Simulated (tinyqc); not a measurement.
Comparisons within one model: linear model of a band gap against the share of exact exchange. A value that a table varies takes the place of the one given here.

E(alpha) = E0 + S alpha. A wider gap screens less, modelled in the Penn form eps(alpha) = 1 + (e0 - 1)(EP/(EP + S alpha))^2 with a scale EP chosen for the exercise. A dielectric-dependent hybrid takes alpha = 1/eps.

Values chosen for the exercise (of the order of those of MgO; the results hold for these values, not for the real material): E0 = 4.63 eV (gap of the semi-local functional); S = 9.25 eV (slope dE/d(alpha)); e0 = 3.42 (optical dielectric constant at alpha = 0); EP = 24 eV (energy scale of the screening); Et = 7.68 eV (target gap).

## Sweep of alpha

Also the exciton scale relative to alpha = 0, (m/m(0))(eps(0)/eps)^2, with a mass proportional to E + D, D = E0/2 + 0.3 eV, a k.p rule for direct gaps only.

Results:
```
alpha  E (eV)    eps  alpha eps  exciton scale
0.00    4.630  3.420      0.000           1.00
0.05    5.093  3.329      0.166           1.12
0.10    5.555  3.244      0.324           1.25
0.15    6.018  3.163      0.474           1.39
0.20    6.480  3.086      0.617           1.54
0.25    6.942  3.013      0.753           1.70
0.35    7.867  2.879      1.008           2.04
0.50    9.255  2.701      1.351           2.63
```

alpha eps reaches 1 between alpha = 0.25 and 0.35 (fixed point 0.347), and the target gap is met between 0.25 and 0.35. At the fixed point the gap is 7.84 eV, +0.16 eV from the target. From 0 to 0.25 the gap grows by 2.31 eV while eps falls by 12 %; the exciton scale, which takes both, grows by a factor of 1.70.

## What each parameter does

Fixed point alpha = 1/eps(alpha), gap and eps there. Each row changes one parameter from the base and keeps the others.

Results:
```
case            alpha  E (eV)    eps
base           0.3469   7.839  2.883
E0 = 5.093 eV  0.3469   8.302  2.883
S = 10.175 eV  0.3533   8.225  2.831
e0 = 3.078     0.3889   8.227  2.572
EP = 26.4 eV   0.3412   7.786  2.931
```

The largest shifts from the base row, up to three for each result and ties (the steps differ in size, so this ranks the rows, not the parameters). alpha: e0 +0.0420, S +0.0064, EP -0.0057; unchanged at the printed digits by E0. E (eV): E0 +0.463, e0 +0.388, S +0.386. eps: e0 -0.311, S -0.052, EP +0.048; unchanged at the printed digits by E0.

Computed by tinyqc, a small Python program: `OMP_NUM_THREADS=1 python tinyqc.py 1880504 1880505 out.jsonl` (the numbers bound the seed that draws the inputs); one thread of a shared host (Intel(R) Xeon(R) Processor @ 2.30GHz), about 0.01 s for the whole set of steps.
